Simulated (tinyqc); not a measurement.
Defect-molecule model of a vacancy with Jahn-Teller distortion: sweeps and comparisons. A value that a table varies takes the place of the one given here.

Four dangling hybrids a, b, c, d point into the vacancy: H_ii = E0, and -gm between any two. A tetragonal distortion Q pairs a with b and c with d: those two couplings become -gm - I Q and the other four -gm + I Q/2, at an elastic cost k Q^2/2. The a1 level holds two electrons; charge states 2+, + and 0 put n = 0, 1, 2 more into the lowest level of t2 origin. Energy from the 2+ state at Q = 0, with the Fermi level mu counted from Ev: W_n(Q) = n (et - 2 I Q) + k Q^2/2 + Uc n (n - 1)/2 - n mu. et = E0 + gm is the undistorted t2 level.

Constants: kB = 8.617333262e-05 eV/K.

Inputs chosen for the exercise (of the size used for the vacancy in silicon; shifted at random, so the results belong to these values and not to a real crystal): E0 = -0.17 eV (level of a dangling hybrid, from Ev); gm = 0.42 eV (coupling between two dangling hybrids); I = 1.19 eV/angstrom (Jahn-Teller coupling); k = 14.8 eV/angstrom^2 (force constant of the mode); Uc = 0.45 eV (repulsion of two electrons in one orbital); T = 150 K (temperature); mu1 = -0.03 eV (first Fermi level).

## Occupation against the Fermi level

Weights g_n exp(-W_n/kT) with W_n = n et - n^2 E_JT + Uc n (n - 1)/2 - n mu, E_JT = 2 I^2/k, degeneracies 1, 6 (spin and three axes) and 3; mu = mu1 + 0.03 j eV.

Shares:
```
mu (eV),2+,+,0,mean charge
-0.03,0.9937,0.0063,0.0000,1.9937
0.00,0.9396,0.0604,0.0000,1.9396
0.03,0.6043,0.3956,0.0001,1.6041
0.06,0.1301,0.8673,0.0026,1.1274
0.09,0.0141,0.9562,0.0297,0.9844
0.12,0.0011,0.7587,0.2402,0.7609
0.15,0.0000,0.2367,0.7633,0.2368
0.18,0.0000,0.0295,0.9705,0.0295
0.21,0.0000,0.0030,0.9970,0.0030
```

U_eff = Uc - 2 E_JT = +0.067 eV and kT = 12.9 meV (the vacancy in silicon is known as negative-U; these values are not). The + state reaches at most 95.6 % on these rows, at mu = 0.09 eV. The mean charge goes from 1.99 to 0.00. Rows with mu < 0 lie in the valence band and are formal.

## When U turns negative

The force constant is varied. E_JT = 2 I^2/k, E(2+/+) = et - E_JT, E(+/0) = et - 3 E_JT + Uc, U_eff = Uc - 2 E_JT.

Against k:
```
k (eV/angstrom^2),E_JT (eV),(2+/+) (eV),(+/0) (eV),U_eff (eV),Q of the neutral state (angstrom)
8,0.3540,-0.1040,-0.3621,-0.2581,0.5950
12,0.2360,0.0140,-0.0080,-0.0220,0.3967
16,0.1770,0.0730,0.1690,0.0960,0.2975
24,0.1180,0.1320,0.3460,0.2140,0.1983
32,0.0885,0.1615,0.4345,0.2730,0.1487
48,0.0590,0.1910,0.5230,0.3320,0.0992
64,0.0443,0.2057,0.5672,0.3615,0.0744
96,0.0295,0.2205,0.6115,0.3910,0.0496
```

k at which U_eff = 0 = 12.59 eV/angstrom^2

Levels below 0 lie in the valence band. U_eff is negative for k below 4 I^2/Uc = 12.6: 2 of the 8 rows. The gain grows as n^2, so the second electron wins 3 E_JT where the first wins E_JT. For a stiff lattice the levels tend to et = 0.250 and et + Uc = 0.700 eV. Distortions above about 0.5 angstrom (1 of the rows) are beyond a linear coupling.

## What each parameter does

E_JT = 2 I^2/k, E(2+/+) = et - E_JT, E(+/0) = et - 3 E_JT + Uc, U_eff = E(+/0) - E(2+/+); a1 level E0 - 3 gm. Each row changes one parameter from the base and keeps the others.

Results:
```
case,(2+/+) (eV),(+/0) (eV),U_eff (eV),a1 (eV)
base,0.0586,0.1259,0.0673,-1.4300
E0 = -0.12 eV,0.1086,0.1759,0.0673,-1.3800
gm = 0.46 eV,0.0986,0.1659,0.0673,-1.5500
I = 1.309 eV/angstrom,0.0184,0.0053,-0.0131,-1.4300
k = 16.28 eV/angstrom^2,0.0760,0.1781,0.1021,-1.4300
Uc = 0.51 eV,0.0586,0.1859,0.1273,-1.4300
```

The largest shifts from the base row, up to three for each result and ties (the steps differ in size, so this ranks the rows, not the parameters). (2+/+) (eV): E0 +0.0500, I -0.0402, gm +0.0400; unchanged at the printed digits by Uc. (+/0) (eV): I -0.1206, Uc +0.0600, k +0.0522. U_eff (eV): I -0.0804, Uc +0.0600, k +0.0348; unchanged at the printed digits by E0 and gm. a1 (eV): gm -0.1200, E0 +0.0500; unchanged at the printed digits by I, k and Uc. E0 and gm move both levels alike, so U_eff depends on I, k and Uc alone.

Computed by tinyqc, a small Python program: `OMP_NUM_THREADS=1 python tinyqc.py 1450979 1450980 out.jsonl` (the numbers bound the seed that draws the inputs); one thread of a shared host (Intel(R) Xeon(R) Processor @ 2.30GHz), about 0.01 s for the whole set of steps.
